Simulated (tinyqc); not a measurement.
Plane-wave Kohn-Sham cycle with exchange-only LDA in a layered model solid, step by step. One step of it, computed by the program tinyqc.

Task: Iteration 2: potential. V_H(G) = 4 pi rho(G)/G^2 for G != 0 (uniform background); v_x = -(3 rho/pi)^(1/3); V = V_ext + V_H + v_x; Fourier components f(G_m) = (1/N) sum_j f(x_j) exp(-i G_m x_j).

A solid whose potential varies along x alone (atomic units):
```
parameter                      value
period a                    6.000000
cross-section of the cell  27.000000
electrons per cell                 2
grid points                       16
plane waves -n..n, n               3
k points                           1
V1 in V1 cos(2 pi x/a)     -0.570000
```

density after iteration 1 (e/bohr^3): 0.02900726  0.02654092  0.02052760  0.01386242  0.00870896  0.00559845  0.00403978  0.00338093  0.00320550  0.00338093  0.00403978  0.00559845  0.00870896  0.01386242  0.02052760  0.02654092

Give: Potentials on the grid; V(G_m), m = 0, 1, 2, ....

Result:

Potentials on the grid (hartree):
```
x         V_ext      V_H      v_x        V
0.0000  -0.5700   0.1521  -0.3026  -0.7204
0.3750  -0.5266   0.1378  -0.2937  -0.6826
0.7500  -0.4031   0.0989  -0.2696  -0.5738
1.1250  -0.2181   0.0456  -0.2366  -0.4091
1.5000        0  -0.0106  -0.2026  -0.2132
1.8750   0.2181  -0.0606  -0.1749  -0.0173
2.2500   0.4031  -0.0990  -0.1568   0.1472
2.6250   0.5266  -0.1228  -0.1478   0.2560
3.0000   0.5700  -0.1309  -0.1452   0.2939
3.3750   0.5266  -0.1228  -0.1478   0.2560
3.7500   0.4031  -0.0990  -0.1568   0.1472
4.1250   0.2181  -0.0606  -0.1749  -0.0173
4.5000        0  -0.0106  -0.2026  -0.2132
4.8750  -0.2181   0.0456  -0.2366  -0.4091
5.2500  -0.4031   0.0989  -0.2696  -0.5738
5.6250  -0.5266   0.1378  -0.2937  -0.6826
```

V(G_m), m = 0, 1, 2, ... (hartree): -0.2132  -0.2543  0.0000  0.0007  0.0000  0.0000  0.0000
